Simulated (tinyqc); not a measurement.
Worked calculation: plane-wave Kohn-Sham cycle with exchange-only LDA in a layered model solid. One step of it, computed by the program tinyqc.

Problem. Iteration 1: Hamiltonian at one k. H(m,m') = (k + G_m)^2/2 delta + V(G_m - G_m'), with V(-G) = V(G).

A solid whose potential varies along x alone (atomic units):
```
parameter,value
period a,10.500000
cross-section of the cell,24.000000
electrons per cell,4
grid points,16
"plane waves -n..n, n",3
k points,3
V1 in V1 cos(2 pi x/a),-0.110000
V2 in V2 cos(4 pi x/a),0.070000
```

V(G_m), m = 0, 1, 2, ... (hartree): -0.247482  -0.055000  0.035000  0.000000  0.000000  0.000000  0.000000

k = 0.000000 2 pi / a

Give: H.

Solution.

H (hartree), lower triangle:
```
,-3,-2,-1,+0,+1,+2,+3
-3,1.364
-2,-0.055,0.469
-1,0.035,-0.055,-0.068
+0,0.000,0.035,-0.055,-0.247
+1,0.000,0.000,0.035,-0.055,-0.068
+2,0.000,0.000,0.000,0.035,-0.055,0.469
+3,0.000,0.000,0.000,0.000,0.035,-0.055,1.364
```
